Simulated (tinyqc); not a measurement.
Hot electrons in a saturated n-channel MOSFET, lucky-electron model: two steps of the calculation.

Beyond pinch-off the lateral field grows as Esat cosh(y/l) over the velocity-saturated region (pseudo-two-dimensional model). Impact ionisation in this region gives the substrate current, which biases the body forward through Rsub. Currents are per width. Local-field laws: they overstate ionisation when the field peak is narrower than an energy relaxation length.

Values chosen for this exercise; values close to those of silicon n-channel devices:
- L = 0.8 um (channel length)
- tox = 18 nm (oxide thickness)
- xj = 310 nm (junction depth)
- VT = 0.6 V (threshold)
- mu = 270 cm^2/(V s) (effective mobility)
- vs = 9.3e6 cm/s (saturation velocity)
- Ai = 2e6 1/cm (ionisation prefactor)
- Bi = 1.63 MV/cm (ionisation field)
- Rd = 0 ohm um (resistance of the lightly doped drain)
- Rsub = 4000 ohm um (substrate resistance)
- kb = 0.36 (fall of VT per volt of forward body bias)
- Vd = 3.8 V (drain voltage)
- Vg = 2.6 V (gate voltage)

Constants: eps0 = 8.8541878128e-14 F/cm where lengths are in cm. Results are converted to the units shown.

Question 1. Length and field scales. Cox = 3.9 eps0/tox, l = sqrt(3 tox xj), Esat = 2 vs/mu.

Find: Cox; l; Esat; Esat L.

Answer 1.

Cox = 0.1918 uF/cm^2
l = 129.4 nm
Esat = 0.06889 MV/cm
Esat L = 5.511 V

Question 2. Body bias from the substrate current. Cox = 3.9 eps0/tox. Overdrive g = Vg - VT + kb Vb; Vdsat = g Esat L/(g + Esat L); Id = Cox vs (g - Vdsat); dV = Vd - Id Rd - Vdsat; Em = sqrt((dV/l)^2 + Esat^2); Isub = Id (Ai/Bi) l Em exp(-Bi/Em). Vb(new) = Rsub Isub.

Vb at the start = 0 V
l = 129.38315 nm
Esat = 0.068888889 MV/cm

Give: Vdsat; Id; dV; Em; Isub; Vb after iteration 1.

Answer 2.

Vdsat = 1.467 V
Id = 95.01 uA/um
dV = 2.333 V
Em = 0.1930 MV/cm
Isub = 0.06253 uA/um
Vb after iteration 1 = 2.501e-4 V

Program tinyqc, `OMP_NUM_THREADS=1 python tinyqc.py 2550099 2550100 out.jsonl`; Intel Xeon 2.30GHz, shared host, one thread, about 0.01 s.
